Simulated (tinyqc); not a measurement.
Two branches across an indirect gap: complex band structure along [001] in sp3s* tight binding.

For k = (0, 0, kz) the phase sums are g0 = cos(phi) and g3 = i sin(phi), phi = kz a/4, and the s, pz, s* orbitals of anion (a) and cation (c) decouple from px, py. With z = exp(i phi), H(z) = H0 + z T + T^T/z for any complex z. H0 is diagonal (Esa, Epa, Exa, Esc, Epc, Exc). The anion-cation block is B(z) = z U + W/z and the cation-anion block z W^T + U^T/z, where U has Vss/2 (s,s), Vsapc/2 (s,z), -Vscpa/2 (z,s), Vxx/2 (z,z), Vxapc/2 (s*,z), -Vpaxc/2 (z,s*), and W has the same values with the s-z and s*-z signs reversed. |z| = 1 is a band state, |z| < 1 decays along [001] as exp(-kappa d) over a distance d, kappa = -(4/a) ln|z|. No spin-orbit coupling.

Inputs chosen for the exercise (out of a larger set: near a published set for AlAs, fitted to gaps, whose masses and valley positions are rough (light masses up to twice too heavy); not measured data):
- p = (-7.579, 0.974, -1.151, 3.567, 7.55, 6.71, -6.605, 1.871, 4.311, 5.08, 5.53, 4.529, 4.994) eV (order Esa, Epa, Esc, Epc, Exa, Exc, Vss, Vxx, Vxy, Vsapc, Vscpa, Vxapc, Vpaxc)
- a = 5.659 angstrom (lattice constant)
- Eg = 2.269 eV (top of the energy range, the indirect gap)

Ev = -0.00580 eV

The smallest kappa with Re kz = 0 and the smallest with Re kz > 0, at energies E from Ev; a dash: no such root.

Decay constants:

| E/Eg | E (eV) | kappa at Gamma (1/angstrom) | kappa off Gamma (1/angstrom) | its Re kz (2 pi/a) |
|---|---|---|---|---|
| 0.05 | 0.1134 | 0.0664 | 0.6714 | 0.751 |
| 0.20 | 0.4538 | 0.1263 | 0.6275 | 0.757 |
| 0.35 | 0.7942 | 0.1581 | 0.5773 | 0.765 |
| 0.50 | 1.1345 | 0.1771 | 0.5183 | 0.773 |
| 0.65 | 1.4748 | 0.1869 | 0.4462 | 0.784 |
| 0.80 | 1.8152 | 0.1880 | 0.3514 | 0.797 |
| 0.90 | 2.0421 | 0.1835 | 0.2607 | 0.810 |
| 0.97 | 2.2009 | 0.1771 | 0.1548 | 0.828 |

The branch from the valence band at Gamma decays more slowly below E/Eg of about 0.95, and the branch from the conduction valley above. The two differ in Re kz, so passing from one to the other needs kz from an abrupt interface, a steep field, a phonon or a defect. Valleys off the [001] axis, such as L, are not seen on these branches.

Computed by tinyqc, a small Python program: `OMP_NUM_THREADS=1 python tinyqc.py 1450721 1450722 out.jsonl` (the numbers bound the seed that draws the inputs); one thread of a shared host (Intel(R) Xeon(R) Processor @ 2.30GHz), about 0.01 s for the whole set of steps.
